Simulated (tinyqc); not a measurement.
# Esaki diode in forward bias, two-band WKB: effects of single changes

Abrupt p-n junction, depletion approximation. Energies E are counted from the conduction-band edge of the neutral n side; its Fermi level lies at dn, that of the p side at dn - V, and the valence-band edge of the neutral p side at Em = dn + dp - V. Tunnelling needs 0 < E < Em. Two-band dispersion with equal masses m: inside the gap kappa = sqrt(m u (1 - u/Eg)/C), u the distance from a band edge, C = hbar^2/(2 m0).

Inputs (values chosen for the exercise); band and dielectric values close to those of indium phosphide: temperature T = 300 K; band gap Eg = 1.34 eV; relative permittivity eps_r = 12.6; conduction-band density of states at 300 K Nc = 5.64e17 cm^-3; valence-band density of states at 300 K Nv = 1.09e19 cm^-3; band-edge mass of the two-band model m = 0.083 m0; acceptor density Na = 1.9e19 cm^-3; donor density Nd = 3.1e19 cm^-3; bias of the p side V = 0.18 V.

Constants: q = 1.602176634e-19 C, kB = 1.380649e-23 J/K, hbar = 1.054571817e-34 J s, h = 6.62607015e-34 J s, m0 = 9.1093837015e-31 kg, Vt = kB T/q, eps0 = 8.8541878128e-14 F/cm where lengths are in cm, hbar^2/(2 m0) = 0.0380998212 eV nm^2. Results are converted to the units shown.

Each table varies one quantity; the others keep the values above.

## Effect of the doping Na

Nd = Nc F12(dn/Vt), Na = Nv F12(dp/Vt), F12(x) = (2/sqrt(pi)) int_0^infinity sqrt(u)/(1 + exp(u - x)) du; dn = EF - Ec on the n side, dp = Ev - EF on the p side (negative outside the bands); Vbi = Eg + dn + dp. W = sqrt(2 eps0 eps_r (Vbi - V)(1/Na + 1/Nd)/q), mean field F = (Vbi - V)/W, peak field 2 F. In a uniform field F the exponent is S = pi sqrt(m/C) Eg^1.5/(4 F). Transverse energy Et = C kt^2/m raises it to S (1 + 4 Et/Eg), so T = exp(-S) exp(-Et/Eb) with Eb = Eg/(4 S). KJ = (2 q^2/h) m/(4 pi C) (times 1e14 for A/cm^2 per eV^2). J = KJ exp(-S) Eb times the integral from 0 to Em of [f(E - dn) - f(E - dn + V)] [1 - exp(-min(E, Em - E)/Eb)] dE, f(x) = 1/(1 + exp(x/Vt)), with S and Eb from the mean field; J > 0 flows from p to n.

Effect of the doping Na:

| Na (cm^-3) | Vbi (V) | mean field (MV/cm) | S | J (A/cm^2) |
|---|---|---|---|---|
| 8.9e18 | 1.793 | 0.8949 | 20.09 | 5.330e-4 |
| 1.2e19 | 1.803 | 1.004 | 17.91 | 0.006862 |
| 1.5e19 | 1.811 | 1.088 | 16.53 | 0.03586 |
| 2e19 | 1.823 | 1.197 | 15.02 | 0.2284 |
| 2.7e19 | 1.836 | 1.310 | 13.73 | 1.176 |
| 3.5e19 | 1.849 | 1.404 | 12.81 | 3.944 |
| 4.7e19 | 1.866 | 1.504 | 11.96 | 12.81 |

The mean field rises from 0.895 to 1.50 MV/cm, as Na^(0.31), S falls from 20.1 to 12.0, and |J| rises from 5.33e-4 to 12.8 A/cm^2: 4.38 decades, of which exp(-S) accounts for 3.53.

## Current against forward bias

Same model as above.

Current against forward bias:

| V (V) | mean field (MV/cm) | S | J (A/cm^2) |
|---|---|---|---|
| 0.029 | 1.231 | 14.61 | 0.1821 |
| 0.071 | 1.217 | 14.78 | 0.2474 |
| 0.113 | 1.202 | 14.96 | 0.2250 |
| 0.156 | 1.187 | 15.15 | 0.1877 |
| 0.198 | 1.172 | 15.35 | 0.1537 |
| 0.24 | 1.156 | 15.55 | 0.1245 |
| 0.283 | 1.140 | 15.77 | 0.09900 |
| 0.325 | 1.125 | 15.99 | 0.07735 |
| 0.367 | 1.109 | 16.22 | 0.05656 |
| 0.409 | 1.093 | 16.46 | 0.03310 |
| 0.452 | 1.076 | 16.71 | 0.007783 |

J peaks at 0.247 A/cm^2 at V = 0.071 V among the rows, 0.15 of the overlap dn + dp = 0.481 V, and falls to 0.00778 A/cm^2 at 0.452 V: a negative differential resistance. The Fermi levels part as V grows, but the window Em = dn + dp - V shrinks and closes at V = 0.481 V, and S rises from 14.6 to 16.7. Excess and diffusion currents, which fill the valley of a real diode, are not in the model.

Range of the model: Parabolic densities of states, no band tails and no gap narrowing, all of which matter at such doping.

Numbers from tinyqc (`OMP_NUM_THREADS=1 python tinyqc.py 2620125 2620126 out.jsonl`; about 0.02 s on one thread of a shared Intel Xeon 2.30GHz).
